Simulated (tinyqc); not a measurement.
Frequency dispersion of an accumulation capacitance by border traps, distributed model: one step of the calculation.

Traps spread evenly through the insulator exchange electrons with the semiconductor by tunnelling, with tau(x) = t0 exp(2 ka x) at depth x from the interface. The admittance per area Y seen at depth x obeys dY/dx = -Y^2/(i w eps0 eox) + q Nb ln(1 + i w tau)/tau, with Y(0) = i w Cs and w = 2 pi f; the gate sees Y(tox) = G + i w C. Working variable y = Y/(i w), in uF/cm^2. Cox = eps0 eox/tox.

Task. Midpoint steps through the active depth. In terms of y: dy/dx = -y^2/(eps0 eox) + s(x), s = q Nb ln(1 + z)/z, z = i w tau. 8 midpoint steps of h = xe/8: y_half = y + (h/2) y'(x, y), y(new) = y + h y'(x + h/2, y_half).

Inputs (values chosen for the exercise); permittivity close to that of aluminium oxide:
- eox = 8.43 (relative permittivity of the insulator)
- Cs = 4.1 uF/cm^2 (semiconductor capacitance in accumulation)
- Nb = 1.4e20 cm^-3 eV^-1 (density of border traps)
- ka = 3.7 1/nm (decay constant of the wave function in the insulator)
- t0 = 7e-10 s (time constant of a trap at the interface)
- f = 10000 Hz (frequency)
- xe = 2 nm (depth down to which the steps are taken)

Constants: q = 1.602176634e-19 C, eps0 = 8.8541878128e-14 F/cm where lengths are in cm. Results are converted to the units shown.

Find: x; s; y.

Result.

```
point  x (nm)  s (uF/(cm^2 nm))   y (uF/cm^2)
0           0      2.243+0.000i  4.100+0.000i
1      0.2500      2.243+0.000i  4.098+0.000i
2      0.5000      2.243-0.002i  4.097+0.000i
3      0.7500      2.243-0.013i  4.095-0.001i
4       1.000      2.239-0.080i  4.094-0.009i
5       1.250      2.104-0.466i  4.088-0.054i
6       1.500      0.956-0.866i  3.949-0.231i
7       1.750      0.184-0.354i  3.576-0.305i
8       2.000      0.030-0.091i  3.214-0.280i
```

Numbers from tinyqc (`OMP_NUM_THREADS=1 python tinyqc.py 2202029 2202030 out.jsonl`; about 0.7 s on one thread of a shared Intel Xeon 2.30GHz).
